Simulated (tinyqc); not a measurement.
Valley-orbit splitting of a donor ground state, with strain: one step, computed by the program tinyqc. Command: `OMP_NUM_THREADS=1 python tinyqc.py 3004559 3004560 out.jsonl valleyorbit walk`. One thread of a shared host (Intel(R) Xeon(R) Processor @ 2.30GHz), about 0.01 s of CPU time with the checks.

The basis is the 1s envelope in each valley; energies are counted from the unstrained conduction-band edge. The strain is e_s (a a^T - 1/3) for the unit stress axis a, so valley j along n_j moves by Xi_u e_s w_j with w_j = (n_j.a)^2 - 1/3: -1/3 for x and y, +2/3 for z.

Problem. Populations and ionisation. H_jj = -(E_0 + Lambda) + Xi_u e_s w_j; H_jk = -Delta_2 between opposite valleys and -Delta_1 between perpendicular ones. z = sum over levels of exp(-(E - E_ground)/k_B T), the ground-state share being 1/z; N_c = 2 (2 pi m_e k_B T/h^2)^(3/2) sum_j exp(-(shift_j - lowest shift)/k_B T); n1 = N_c/(2 z) exp(-binding/k_B T), binding = lowest shift - E_ground; without compensation n = 2 N_D/(1 + sqrt(1 + 4 N_D/n1)) (Boltzmann statistics; p and higher states left out).

Inputs (values chosen for the exercise, modelled on donors in silicon):

| quantity | value | unit |
|---|---|---|
| single-valley binding energy E_0 | 31.2 | meV |
| central-cell shift Lambda | 2.2 | meV |
| coupling Delta_1 | 2.58 | meV |
| coupling Delta_2 | 1.64 | meV |
| shear deformation potential Xi_u | 8.92 | eV |
| shear strain e_s | -0.00033 | - |
| temperature T | 300 | K |
| donor density N_D | 1.7e+16 | cm^-3 |
| density-of-states mass of one valley m_e | 0.335 | m_0 |

Valleys: six along <100>. Stress axis: [001].

Constants: k_B = 8.617333262e-05 eV/K; m_0 = 9.1093837015e-31 kg; k_B = 1.380649e-23 J/K; h = 6.62607015e-34 J s.

Give: partition sum z; share of neutral donors in the ground state; N_c; n1; free electrons n.

Solution.

partition sum z = 3.8576

share of neutral donors in the ground state = 0.25923

N_c = 2.7099e+19 cm^-3

n1 = 6.5215e+17 cm^-3

free electrons n = 1.6579e+16 cm^-3

Caution: k_B T exceeds a third of E_0, so the p and higher states, left out, hold part of the bound electrons.
